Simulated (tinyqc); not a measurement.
Worked calculation: X-ray photoelectron analysis of a thin oxide on a semiconductor: attenuation lengths, thickness, angle series and band offsets. Computed by tinyqc, a small Python program that keeps every step. Command: `OMP_NUM_THREADS=1 python tinyqc.py 3112733 3112734 out.jsonl xps walk`. One thread of a shared host (Intel(R) Xeon(R) Processor @ 2.30GHz), about 0.01 s of CPU time with the checks. Intermediate numbers are printed to about 5 digits and carried at full precision; extremes and crossings named in words are read from the listed rows.

The same element is seen in the oxide and in the substrate, at nearly the same kinetic energy; films are flat and uniform, and the work function is ignored.

Inputs (values chosen for the exercise, modelled on SiO2 on 4H-SiC):

| quantity | value | unit |
|---|---|---|
| photon energy | 650 | eV |
| binding energy of the core level | 100.5 | eV |
| oxide density | 2.17 | g/cm^3 |
| oxide formula mass | 60.08 | g/mol |
| valence electrons per oxide formula | 16 | - |
| oxide gap | 8.77 | eV |
| substrate density | 3.21 | g/cm^3 |
| substrate formula mass | 40.1 | g/mol |
| valence electrons per substrate formula | 8 | - |
| substrate gap | 3.26 | eV |
| oxide thickness d | 0.84 | nm |
| emission angle from the normal | 30 | degrees |
| attenuation length over inelastic mean free path | 0.88 | - |
| carbon overlayer | 0.92 | nm |
| counts in the two peaks together | 100000 | - |
| valence band offset used to make the data | 2.92 | eV |
| core level less valence band top, substrate | 98.94 | eV |
| core level less valence band top, thick oxide | 98.3 | eV |
| field in the oxide | 0.57 | MV/cm |

## Inelastic mean free paths

TPP-2M: lambda = E/(E_p^2 [b ln(c E) - C/E + D/E^2]) in angstrom, E_p = 28.8 sqrt(N_v rho/M), b = -0.10 + 0.944/sqrt(E_p^2 + E_g^2) + 0.069 rho^0.1, c = 0.191/sqrt(rho), U = N_v rho/M, C = 1.97 - 0.91 U, D = 53.4 - 20.8 U, with E = photon energy less binding energy in eV. Attenuation length L = factor x lambda.

kinetic energy E = 549.5 eV

Terms:

| layer | E_p (eV) | b | c | lambda (nm) |
|---|---|---|---|---|
| oxide | 21.894 | 0.014584 | 0.12966 | 1.9194 |
| substrate | 23.047 | 0.018091 | 0.10661 | 1.4520 |

L in the oxide = 1.6891 nm

L in the substrate = 1.2778 nm

## Peak ratio

R_0 = (rho_o/M_o) L_o/((rho_s/M_s) L_s); peak ratio R = I_ox/I_sub = R_0 [exp(d/(L_o cos theta)) - 1]; hence d = L_o cos theta ln(1 + R/R_0). A carbon layer weakens both peaks alike, by exp(-d_C/(L_o cos theta)) if its L is taken equal to L_o. This R_0 leaves out intrinsic losses from the substrate peak, so calibrated values can be larger.

R_0 = 0.59644

d/(L_o cos theta) = 0.57425

ratio R = 0.46271

oxide share of the counts = 0.31634

attenuation by carbon = 0.53316

depth 3 L_o cos theta = 4.3884 nm

## Error budget of the thickness

With x = d/(L_o cos theta): d ln d/d ln R = (1 - exp(-x))/x = -d ln d/d ln R_0; counting error of R = 1/sqrt(N f (1 - f)), f the oxide share, which times the sensitivity gives that of d; an angle error adds tan(theta) d theta; d is proportional to L_o at fixed R_0. Assumed errors: 5 % in R_0, 1 degree, 5 % in L_o.

sensitivity to R = 0.76077

counting error of d = 0.51732 %

R_0 = 3.8039 %

angle = 1.0077 %

L_o = 5 %

The attenuation length is the largest of these terms.

## Angle series: uniform film or islands?

Islands: half of the surface carries 2 d and half none, R = R_0 (1/2)(1 - t)/(1/2 + t/2) with t = exp(-2 d/(L_o cos theta)); the apparent thickness is read with the uniform formula.

Against the angle:

| theta (degrees) | R, uniform | R, islands | apparent d, islands (nm) |
|---|---|---|---|
| 0 | 0.3843 | 0.27436 | 0.63921 |
| 20 | 0.4161 | 0.28915 | 0.62739 |
| 35 | 0.4981 | 0.32332 | 0.59929 |
| 45 | 0.6086 | 0.36172 | 0.56617 |
| 55 | 0.8230 | 0.41743 | 0.51400 |
| 65 | 1.3383 | 0.49291 | 0.42998 |
| 75 | 3.4778 | 0.57141 | 0.29375 |

A uniform film gives d = 0.84 nm at every angle. The island film of the same volume reads 0.639 nm at normal emission and 0.294 nm at 75 degrees; its ratio cannot pass R_0, since the bare half always shows the substrate.

## Band offsets by core levels

Valence band offset = (E_core - E_v)(substrate) - (E_core - E_v)(oxide) + (core level separation at the interface, oxide less substrate). The separation is made here from the given offset; a uniform field F that raises the binding energy towards the surface shifts the oxide peak by e F <z>, <z> = d/(1 - exp(-x)) - d/x, x = d/(L_o cos theta), being the mean distance from the interface. Conduction band offset = oxide gap - substrate gap - valence band offset.

separation without field = 2.28 eV

<z> = 0.45998 nm

separation with field = 2.3062 eV

apparent valence band offset = 2.9462 eV

true conduction band offset = 2.59 eV

apparent conduction band offset = 2.5638 eV

The field biases both offsets by 0.026 eV, in opposite directions.

Checks made by the program: thickness recovered (relative difference below 1e-10).
